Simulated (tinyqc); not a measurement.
## Thickness and doping from the maximum and minimum capacitance

Inverse problem. A MOS capacitor has Cmax = Cox = eps0 eox/tox and 1/Cmin = 1/Cox + Wm/(eps0 eps_r), with Wm = sqrt(4 eps0 eps_r Vt ln(N/ni)/(q N)) and N well above ni. Find tox, Wm and N.

Inputs (values chosen for the exercise); band and dielectric values those of a made-up semiconductor:
- T = 250 K (temperature)
- eps_r = 18 (relative permittivity)
- eox = 3.9 (relative permittivity of the gate insulator (close to silicon dioxide))

Constants: q = 1.602176634e-19 C, kB = 1.380649e-23 J/K, Vt = kB T/q, eps0 = 8.8541878128e-14 F/cm where lengths are in cm. Results are converted to the units shown.

Cmax = 0.16443492 uF/cm^2
Cmin = 0.080786186 uF/cm^2
ni = 9.0354389e10 cm^-3

Answer. Cmax gives tox and the series difference Wm. N follows by iterating N = 4 eps0 eps_r Vt ln(N/ni)/(q Wm^2); ln(N/ni)/N falls steadily for N > e ni, so there is one root in that range.

tox = 21.0 nm
Wm = 100 nm
N = 1.20e17 cm^-3

Computed by the program tinyqc: `OMP_NUM_THREADS=1 python tinyqc.py 2060163 2060164 out.jsonl`, one thread of a shared Intel Xeon 2.30GHz, about 0.01 s for the whole run.
